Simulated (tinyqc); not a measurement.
Smoothing against break-up: capillary instabilities by surface diffusion: grooving and agglomeration of films, edge retraction, wire break-up and smoothing of roughness. Computed by tinyqc, a small Python program. Command: `OMP_NUM_THREADS=1 python tinyqc.py 3005017 3005018 out.jsonl dewet walk`. One thread of a shared host (Intel(R) Xeon(R) Processor @ 2.30GHz), about 0.01 s of CPU time with the checks.

Isotropic surface energy; shapes change by surface diffusion alone.

Inputs (values chosen for the exercise, of the order of those of a nickel silicide film):
```
quantity                         value        unit
surface energy gamma_s            1.58       J/m^2
grain-boundary energy gamma_b     0.54       J/m^2
atomic volume Omega               12.2  angstrom^3
surface sites nu                   9.5      1/nm^2
prefactor D0                   2.4e-06       m^2/s
activation energy Q               1.86          eV
temperature T                      960           K
film thickness h                   3.6          nm
grain radius R                      13          nm
wire radius r                        3          nm
initial ripple over radius        0.01           -
roughness wavelength lambda         15          nm
```

Grooves: at the surface only.

Constants: k_B = 8.617333262e-05 eV/K; k_B = 1.380649e-23 J/K.

Method:
- Groove angle beta: sin(beta) = gamma_b/(2 gamma). For circular grains of radius R with spherical caps the groove ends (measured from the mean surface) at the depth R g(beta), g = (2 - 3 cos beta + cos^3 beta)/(3 sin^3 beta). The film parts if R g(beta_s) > h.
- B = D_s nu gamma_s Omega^2/(k_B T), D_s = D0 exp(-Q/(k_B T)).
- A wire with r + A cos(k z) has dA/dt = (B/r^4) (kr)^2 [1 - (kr)^2] A: unstable for wavelengths above 2 pi r, fastest at kr = 1/sqrt 2 with the rate B/(4 r^4); break-up time about (4 r^4/B) ln(r/A0); each wavelength makes a sphere of radius (3 r^2 lambda_m/4)^(1/3).
- Roughness of wavelength lambda on a flat face decays as exp[-B (2 pi/lambda)^4 t]; the smoothing time is that for a factor e^3.

beta_s = 9.83934 degrees

Times (s); the last column is (h/(0.780 tan beta_s))^4/B:
```
T (K)  B (nm^4/s)   smoothing  wire break-up  groove to depth h
816    1.5481e+00  6.2945e+01     9.6379e+02         3.2393e+05
864    6.3561e+00  1.5331e+01     2.3475e+02         7.8899e+04
912    2.2425e+01  4.3454e+00     6.6535e+01         2.2363e+04
960    6.9564e+01  1.4008e+00     2.1449e+01         7.2090e+03
1008   1.9328e+02  5.0418e-01     7.7199e+00         2.5947e+03
1056   4.8830e+02  1.9957e-01     3.0557e+00         1.0270e+03
1152   2.4583e+03  3.9640e-02     6.0696e-01         2.0400e+02
```

What follows from these numbers?

All times share 1/B, so their ratios do not depend on T: break-up over smoothing is 15. An anneal can smooth this roughness well before the wire breaks. Smoothing is safe for lambda well below 2 pi r, above which a ripple along the wire grows instead. B spans 3.2 decades over these rows.
